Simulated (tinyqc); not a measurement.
Lateral field, substrate current, probability of reaching the oxide barrier and hot-carrier lifetime of a silicon transistor (pseudo-two-dimensional and lucky-electron models): one step, computed by the program tinyqc. Command: `OMP_NUM_THREADS=1 python tinyqc.py 3029042 3029043 out.jsonl hotcar walk`. One thread of a shared host (Intel(R) Xeon(R) Processor @ 2.30GHz), about 0.01 s of CPU time with the checks.

Local-field models: a lucky carrier gains its energy at the peak field over a path free of collisions. Voltages are magnitudes.

Question. Hot-carrier currents and lifetime. C_ox = 3.9 eps_0/t; F_sat = 2 v_s/mu; V_Dsat = V_ov F_sat L/(V_ov + F_sat L), V_ov = V_G - V_T; I_D/W = C_ox v_s (V_ov - V_Dsat). Scale length l = 0.22 t^(1/3) x_j^(1/2) (all in cm); F_m = sqrt(((V_D - V_Dsat)/l_e)^2 + F_sat^2), with l_e = l; length of the velocity-saturated region l_e ln((V_D - V_Dsat)/(l_e F_sat) + F_m/F_sat). Substrate current I_sub/I_D = (A_i/B_i)(V_D - V_Dsat) exp(-B_i/F_m); probability of reaching the oxide barrier exp(-phi_b/(e lambda F_m)); lifetime tau = (H/(I_D/W)) exp(phi_it/(e lambda F_m)).

Inputs (values chosen for the exercise, modelled on a silicon n-channel):

| quantity | value | unit |
|---|---|---|
| channel length L | 950 | nm |
| oxide thickness t | 22 | nm |
| junction depth x_j | 230 | nm |
| mobility mu | 340 | cm^2/(V s) |
| saturation velocity v_s | 0.8 | 1e7 cm/s |
| threshold voltage V_T | 0.56 | V |
| gate voltage V_G | 2.8 | V |
| drain voltage V_D | 5.2 | V |
| ionisation prefactor A_i | 2.1e+06 | 1/cm |
| ionisation field B_i | 1.63 | MV/cm |
| hot-carrier mean free path lambda | 8.6 | nm |
| oxide barrier phi_b | 3.1 | eV |
| interface-trap threshold phi_it | 3.8 | eV |
| lifetime constant H | 3 | s microampere/micrometre |

Drain: abrupt.

Constants: eps_0 = 8.8541878128e-12 F/m.

Give: I_sub/I_D; substrate current I_sub/W; probability of reaching phi_b; lifetime tau; exponent m = phi_it/(e lambda B_i).

Answer.

I_sub/I_D = 0.01253

substrate current I_sub/W = 1.177 microampere/micrometre

probability of reaching phi_b = 1.959e-06

lifetime tau = 3.172e+05 s

exponent m = phi_it/(e lambda B_i) = 2.711

Since both exponentials depend on 1/F_m, tau I_D scales about as (I_sub/I_D)^(-m) with m = 2.71, which lets I_sub serve as the monitor. The lifetime is 0.00101 times ten years (3.156e8 s).
